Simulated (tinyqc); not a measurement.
# Trap density from one capacitance

Inverse problem. Traps spread evenly through the insulator exchange electrons with the semiconductor by tunnelling, with tau(x) = t0 exp(2 ka x) at depth x from the interface. The admittance per area Y seen at depth x obeys dY/dx = -Y^2/(i w eps0 eox) + q Nb ln(1 + i w tau)/tau, with Y(0) = i w Cs and w = 2 pi f; the gate sees Y(tox) = G + i w C. Working variable y = Y/(i w), in uF/cm^2. Cox = eps0 eox/tox. Find Nb and G/w.

Values chosen for this exercise:
```
symbol  value     unit                                               meaning
eox      8.24                         relative permittivity of the insulator
tox       9.7       nm                                   insulator thickness
Cs          5  uF/cm^2             semiconductor capacitance in accumulation
ka        5.9     1/nm  decay constant of the wave function in the insulator
t0      3e-10        s              time constant of a trap at the interface
f         1e5       Hz                                             frequency
```

Constants: q = 1.602176634e-19 C, eps0 = 8.8541878128e-14 F/cm where lengths are in cm. Results are converted to the units shown.

C = 0.65693973 uF/cm^2

Answer. C rises steadily with Nb, so one density matches; in practice ka and t0 must come from the frequency dependence.

Nb = 8.600e18 cm^-3 eV^-1
G/w = 7.351e-4 uF/cm^2

Program tinyqc, `OMP_NUM_THREADS=1 python tinyqc.py 2202164 2202165 out.jsonl`; Intel Xeon 2.30GHz, shared host, one thread, about 0.6 s.
